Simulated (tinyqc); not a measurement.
Inside a calculation: Fermi-Dirac statistics of conduction electrons. Values are carried at full precision from step to step, so a last printed digit may differ when a step is redone from the rounded ones.

Constants: hbar^2/2m0 = 3.80998211 eV angstrom^2; kB = 8.617333262e-05 eV/K; e^2/(4 pi eps0) = 14.39964547 eV angstrom.

Inputs chosen for the exercise (near those of GaN, lowest valleys alone; the results hold for these values, not for the real material): m = 0.199 m0 (density-of-states mass of the conduction band); T = 200 K; n = 1.5e+17 1/cm^3 (electron density); eps = 9.69 (static dielectric constant); alpha = 0.18 1/eV (non-parabolicity).

## Reduced density

N = 2 (m kB T/(4 pi c))^(3/2) with c = hbar^2/2m0, in 1/angstrom^3; times 1e24 for 1/cm^3; u = n/Nc.

kT = 0.017235 eV
Nc = 1.2126e+18 1/cm^3
u = n/Nc = 0.123702

## Reduced Fermi level by five rules

F_j(eta) = (1/Gamma(j + 1)) integral_0^infinity x^j dx/(1 + exp(x - eta)), which tends to exp(eta) for eta << 0.

With u = n/Nc: Boltzmann eta = ln u; Joyce-Dixon eta = ln u + u/sqrt(8) - 4.95009e-3 u^2 + 1.48386e-4 u^3 - 4.42563e-6 u^4; Nilsson eta = ln u/(1 - u^2) + v/(1 + (0.24 + 1.08 v)^-2) with v = (3 sqrt(pi) u/4)^(2/3); fully degenerate limit eta = v; exact: F_1/2(eta) = u.

Find eta = (EF - Ec)/kT by each rule.

eta: Boltzmann -2.090, Joyce-Dixon -2.046, Nilsson -2.050, degenerate 0.300, exact -2.046

Against the exact value the errors are Boltzmann -0.044, Joyce-Dixon 0.000, Nilsson -0.004, degenerate limit +2.346 (in kT).

## Exact eta by Newton steps

Solve ln F_1/2(eta) = ln u from the Boltzmann value; dF_1/2/d eta = F_-1/2, so the step is -ln(F_1/2/u) F_1/2/F_-1/2. Stop below 1e-9.

Newton steps:

| step | eta | F_1/2 | F_-1/2 | step taken |
|---|---|---|---|---|
| 1 | -2.089880 | 0.118629 | 0.113869 | 0.0436 |
| 2 | -2.046258 | 0.123698 | 0.118532 | 3.70e-05 |
| 3 | -2.046221 | 0.123702 | 0.118536 | 2.74e-11 |

Converged in 3 steps.

## Mean energy, Einstein relation and screening

eta = -2.04622

Mean kinetic energy <E> = (3/2) kT F_3/2/F_1/2; D/mu = (kT/e) F_1/2/F_-1/2; dn/dEF = (Nc/kT) F_-1/2; screening length L = (4 pi (e^2/(4 pi eps0)) (dn/dEF)/eps)^(-1/2), with dn/dEF in 1/(angstrom^3 eV) (1/cm^3 = 1e-24/angstrom^3).

F_-1/2, F_1/2, F_3/2: 0.1185  0.1237  0.1264

<E> = 26.42 meV
D/mu = 17.99 mV
dn/dEF = 8.340e+18 1/(cm^3 eV)
L = 80.13 angstrom

The gas is nearly non-degenerate. D/mu is 1.044 times kT/e and <E> is 1.022 times (3/2) kT; the Debye formula, with n/kT in place of dn/dEF, would give L = 78.44 angstrom.

## Fermi level in the non-parabolic band

Non-parabolic band E (1 + alpha E) = c k^2/m: n = Nc (2/sqrt(pi)) integral_0^infinity sqrt(x (1 + a x)) (1 + 2 a x) dx/(1 + exp(x - eta)) with a = alpha kT and eta = (EF - Ec)/kT; a = 0 gives n = Nc F_1/2(eta).

Solve for eta at the same n.

a = 0.00310
eta = -2.059
EF - Ec = -35.48 meV

The extra states lower EF by 0.21 meV against the parabolic band.

## Checks

- Non-parabolic integral at a = 0 against F_1/2(2): both 2.823721.
- F_1/2(40) against the Sommerfeld form (4/(3 sqrt(pi))) eta^(3/2) (1 + pi^2/(8 eta^2)): both 190.45.

Run: tinyqc, `OMP_NUM_THREADS=1 python tinyqc.py 1682764 1682765 out.jsonl`; Intel(R) Xeon(R) Processor @ 2.30GHz, one thread, shared host; about 0.01 s of CPU time with all checks.
